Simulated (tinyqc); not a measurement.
# A chain with uneven site energies and dephasing by Buettiker voltage probes: several studies

Sites 1 to 5 form a chain with hopping -t. Lead L joins site 1 and lead R site 5, both semi-infinite chains with hopping -t and site energy 0. Every site carries a probe with self-energy -i Gamma_p/2 that draws no net current. Linear response at zero temperature: mu_L = 1, mu_R = 0 in units of the bias.

Parameters, values chosen for the exercise:
- t = 1 eV (hopping (matrix element -t))
- U = [-0.35, 1.14, -0.64, 0.96, -0.79] eV (site energies 1 to N)
- E = -0.52 eV (Fermi energy)
- gp = 0.7 eV (probe broadening Gamma_p)

Constants: q = 1.602176634e-19 C, h = 6.62607015e-34 J s. Results are converted to the units shown.

Each table varies one quantity; the others keep the values above.

## Coherent and dephased transmission against energy

Sigma = t^2 g(E), g(x) = (x - i sqrt(4 t^2 - x^2))/(2 t^2) for |x| < 2 t and (x - sign(x) sqrt(x^2 - 4 t^2))/(2 t^2) otherwise; Gamma = -2 Im Sigma; G = (E - H - Sigma_L - Sigma_R + i Gamma_p/2)^(-1). With Gamma the broadening by one lead, T_RL = Gamma^2 |G_(5,1)|^2, T_pL = Gamma Gamma_p |G_(p,1)|^2, T_pR = Gamma Gamma_p |G_(p,5)|^2, T_pq = Gamma_p^2 |G_(p,q)|^2 for p != q. No current into probe p: W mu = T_pL with W_pp = T_pL + T_pR + sum_q T_pq and W_pq = -T_pq. Then T_eff = T_RL + sum_p T_pR mu_p, and the resistance is (h/2q^2)/T_eff. Without probes means Gamma_p = 0.

Coherent and dephased transmission against energy:
```
E (eV)	T without probes	T_eff
-1.8	0.4530	0.2399
-1.5	0.8063	0.3297
-1.2	0.8435	0.3384
-0.9	0.3630	0.2618
-0.6	0.1807	0.2006
-0.3	0.1170	0.1694
0	0.09309	0.1584
0.3	0.08789	0.1628
0.6	0.09794	0.1820
0.9	0.1319	0.2170
1.2	0.2297	0.2677
1.5	0.5794	0.3184
1.8	0.7782	0.2947
```

What does the table show?

Without probes T lies between 0.0879 and 0.843 in these rows, with them between 0.158 and 0.338. The probes lower it in 6 rows and raise it in 7; the largest relative gain is at E = 0.6 eV, where the coherent value is 0.0979.

## Resistance against length

With Gamma the broadening by one lead, T_RL = Gamma^2 |G_(last,1)|^2, T_pL = Gamma Gamma_p |G_(p,1)|^2, T_pR = Gamma Gamma_p |G_(p,last)|^2, T_pq = Gamma_p^2 |G_(p,q)|^2 for p != q. The list U is repeated k times, each site with its probe.

Results:
```
k	sites	T without probes	T_eff	resistance (kohm)
1	5	0.1573	0.1898	67.99
3	15	0.001763	0.06916	186.6
4	20	1.921e-4	0.05284	244.2
6	30	2.285e-6	0.03591	359.5
8	40	2.717e-8	0.02719	474.7
12	60	3.843e-12	0.01830	705.1
16	80	5.436e-16	0.01380	935.6
```

Estimate the missing row, k = 2.

Computed row:
```
k	sites	T without probes	T_eff	resistance (kohm)
2	10	0.01628	0.1003	128.7
```

With this row back in the table: The resistance rises from 68.0 to 936 kohm, by 11.5 kohm a site between k = 8 and 12 and 11.5 between 12 and 16: Ohm's law, R = R0 + rho N with the extrapolated intercept R0 = 13.8 kohm (h/2q^2 = 12.91 kohm) and a back-scattering length (h/2q^2)/rho of 1.12 sites. Without probes T has fallen to 5.44e-16.

## Effect of the dephasing strength

Same model as above.

Effect of the dephasing strength:
```
gp (eV)	T_RL	through probes	T_eff	resistance (kohm)
0.01	0.15410	0.0043382	0.15844	81.461
0.018	0.15162	0.0077430	0.15936	80.989
0.032	0.14737	0.013564	0.16093	80.199
0.056	0.14036	0.023144	0.16350	78.938
0.1	0.12835	0.039467	0.16782	76.909
0.18	0.10907	0.065372	0.17444	73.987
0.32	0.082012	0.10071	0.18273	70.633
0.56	0.050316	0.13896	0.18927	68.190
1	0.020694	0.16507	0.18577	69.477
1.8	0.0043510	0.15587	0.16022	80.553
```

Without probes the transmission is 0.157. T_eff goes from 0.158 through a maximum of 0.189 (at gp = 0.56 eV among the rows listed) to 0.160; the direct part falls from 0.154 to 0.00435 and the part through probes goes from 0.00434 through a maximum of 0.165 (at gp = 1 eV among the rows listed) to 0.156. Weak dephasing raises T_eff here: the incoherent path through the probes gains more than the direct part loses.

Program tinyqc, `OMP_NUM_THREADS=1 python tinyqc.py 2700037 2700038 out.jsonl`; Intel Xeon 2.30GHz, shared host, one thread, about 0.01 s.
